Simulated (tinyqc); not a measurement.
# Worked calculation: current crowding under a contact, resistor ladder against the transmission-line model

tinyqc, about 0.01 s, one thread, Intel Xeon 2.30GHz (shared host): `OMP_NUM_THREADS=1 python tinyqc.py 2760119 2760120 out.jsonl` Printed values are rounded.

A metal contact of length d and width W on a thin layer of the same width. The metal has no resistance, the sheet resistance under it equals Rsh, and current enters the layer at the front edge x = 0.

Parameters, values chosen for the exercise: sheet resistance of the semiconductor layer Rsh = 2400 ohm/sq; specific contact resistivity rc = 3.5e-5 ohm cm^2; contact length d = 2.4 um; contact width W = 110 um; cells n = 8; current I = 2 mA.

## Conductances of the ladder

Cut the contact into n cells of length hc = d/n. Neighbouring cell centres are joined by a = W/(Rsh hc), each centre joins the metal (0 V) by g = W hc/rc, and I enters cell 1 through half a cell: -a v_(i-1) + b_i v_i - a v_(i+1) = I for i = 1 and 0 otherwise, b_i = g + 2 a (g + a at both ends). Rc = v_1/I + 1/(2 a).

a = 0.152778 S
g = 0.00942857 S
b_i, cell 1 to 8 (S): [0.162206, 0.314984, 0.314984, 0.314984, 0.314984, 0.314984, 0.314984, 0.162206]

## Voltages and the share of the current

Cut the contact into n cells of length hc = d/n. Neighbouring cell centres are joined by a = W/(Rsh hc), each centre joins the metal (0 V) by g = W hc/rc, and I enters cell 1 through half a cell: -a v_(i-1) + b_i v_i - a v_(i+1) = I for i = 1 and 0 otherwise, b_i = g + 2 a (g + a at both ends). Rc = v_1/I + 1/(2 a). Cell i passes g v_i to the metal.

```
cell  v_i (mV)  share of the current (%)
1      48.6096                   22.9159
2      38.5186                   18.1588
3      30.8047                   14.5222
4      24.9920                   11.7819
5      20.7216                    9.7687
6      17.7300                    8.3584
7      15.8326                    7.4639
8      14.9123                    7.0301
```

Rc of the ladder = 27.5775 ohm

The first cell passes 22.9 % of the current and the last 7.03 %; an even spread would give 12.5 % each.

## The transmission-line result

Transfer length Lt = sqrt(rc/Rsh); front resistance Rc = (Rsh Lt/W) coth(d/Lt); end resistance Re = (Rsh Lt/W)/sinh(d/Lt). v(x) = I (Rsh Lt/W) cosh((d - x)/Lt)/sinh(d/Lt) at the cell centres x = (i - 1/2) d/n.

Lt = 1.20761 um
Rc = 27.3567 ohm
Re = 7.36038 ohm
v(x), cell 1 to 8 (mV): [48.5738, 38.4623, 30.7368, 24.9179, 20.6447, 17.6522, 15.7547, 14.8345]

The ladder's Rc is 0.81 % above this value, with cells 0.25 Lt long.
